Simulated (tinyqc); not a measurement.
Growth of a silicide layer between metal and silicon: linear-parabolic kinetics, ramp anneals and Kissinger analysis: one step, computed by the program tinyqc. Command: `OMP_NUM_THREADS=1 python tinyqc.py 3017062 3017063 out.jsonl silicide walk`. One thread of a shared host (Intel(R) Xeon(R) Processor @ 2.30GHz), about 0.1 s of CPU time with the checks.

One compound layer of thickness x grows by diffusion through itself and reaction at an interface, dx/dt = 1/(2x/K + 1/v), until the metal is used up at x = a h.

Task: Geometry at full reaction. Silicon consumed b h, sheet resistance rho/(final thickness) with 1 micro-ohm cm/nm = 10 ohm; margin to the junction x_j - b h.

Inputs (values chosen for the exercise, modelled on NiSi):
```
quantity                                value          unit
metal thickness h                          41            nm
silicon consumed per metal thickness b   1.83             -
silicide resistivity                       17  micro-ohm cm
junction depth x_j                         27            nm
```

final thickness = 90.2 nm

Give: silicon consumed; sheet resistance; margin to the junction.

Result:

silicon consumed = 75.03 nm

sheet resistance = 1.885 ohm/square

margin to the junction = -48.03 nm

The silicide would punch through the junction.
